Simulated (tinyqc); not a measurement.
Internal photoemission over an interface barrier: one step of the calculation.

Electrons are excited from a metal over the barrier Phi(F) = P0 - sqrt(q F/(4 pi eps0 ei)), whose top lies at xm = sqrt(q/(16 pi eps0 ei F)). The yield is Y = A (hv - Phi)^p exp(-xm/l), with A = 1 here.

Task. Barrier in the field. Lowering P0 - Phi, barrier, position of its top, scattering factor and threshold wavelength.

Values chosen for this exercise; dielectric values close to those of silicon nitride:
- P0 = 1.93 eV (barrier at zero field)
- ei = 4.5 (image-force permittivity)
- l = 2.8 nm (scattering length in the image well)
- F = 3.3 MV/cm (field in the dielectric)

Constants: q = 1.602176634e-19 C, h = 6.62607015e-34 J s, c = 299792458 m/s, eps0 = 8.8541878128e-14 F/cm where lengths are in cm. Results are converted to the units shown.

Give: lowering; Phi; xm; exp(-xm/l); threshold wavelength h c/(q Phi).

Result.

lowering = 325.0 meV
Phi = 1.605 eV
xm = 0.4924 nm
exp(-xm/l) = 0.8387
threshold wavelength h c/(q Phi) = 772.5 nm

Program tinyqc, `OMP_NUM_THREADS=1 python tinyqc.py 2410052 2410053 out.jsonl`; Intel Xeon 2.30GHz, shared host, one thread, about 0.01 s.
